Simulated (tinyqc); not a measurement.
Resistance of a source-drain extension with a graded tip: one step of the calculation.

y runs along the channel, the gate covers y > 0. The doping is N0 for y < y0 and N0 10^(-(y - y0)/la) beyond, uniform over the depth xj. Sheet conductance s(y) = q mu(N) max(N - Nch, 0) xj + (for y > 0) ma Cox Vo, with mu(N) = u0 + (u1 - u0)/(1 + (N/Nr)^au) and Cox = eps0 eox/tox. Current is taken as one-dimensional; depletion of the tip, spreading and the contact are left out. The metallurgical junction lies at yj, where N = Nch.

Question. Sheet resistances and junction position. yj = y0 + la log10(N0/Nch); sheet resistance of the full extension 1/[q mu(N0)(N0 - Nch) xj] and of the gate-induced layer 1/(ma Cox Vo); metallurgical length Lg - 2 yj; ye is where the doped and the gate-induced conductances are equal.

Values chosen for this exercise; mobility law close to that of electrons in silicon:

| symbol | value | unit | meaning |
|---|---|---|---|
| eox | 3.9 |  | relative permittivity of the gate insulator (close to silicon dioxide) |
| tox | 2.7 | nm | insulator thickness |
| N0 | 1e20 | cm^-3 | active doping of the extension far from the gate |
| la | 5 | nm/decade | lateral abruptness |
| y0 | 1.7 | nm | position under the gate where the fall begins (gate edge at 0) |
| xj | 7 | nm | depth of the extension |
| Nch | 2.6e18 | cm^-3 | channel doping |
| Vo | 0.38 | V | gate overdrive |
| ma | 190 | cm^2/(V s) | mobility of the gate-induced layer |
| u1 | 1414 | cm^2/(V s) | mobility at low doping |
| u0 | 68.5 | cm^2/(V s) | mobility at high doping |
| Nr | 9.2e16 | cm^-3 | reference doping |
| au | 0.711 |  | exponent |
| Lg | 50 | nm | gate length |

Constants: q = 1.602176634e-19 C, eps0 = 8.8541878128e-14 F/cm where lengths are in cm. Results are converted to the units shown.

Give: yj; sheet resistance of the extension; sheet resistance of the induced layer; metallurgical length; ye; N at ye.

Answer.

yj = 9.6251 nm
sheet resistance of the extension = 1177.1 ohm/square
sheet resistance of the induced layer = 10830 ohm/square
metallurgical length = 30.750 nm
ye = 6.7636 nm
N at ye = 9.7115e18 cm^-3

The gate takes over 2.86 nm before the junction, where N is still 3.74 times the channel doping.

Program tinyqc, `OMP_NUM_THREADS=1 python tinyqc.py 2282264 2282265 out.jsonl`; Intel Xeon 2.30GHz, shared host, one thread, about 0.04 s.
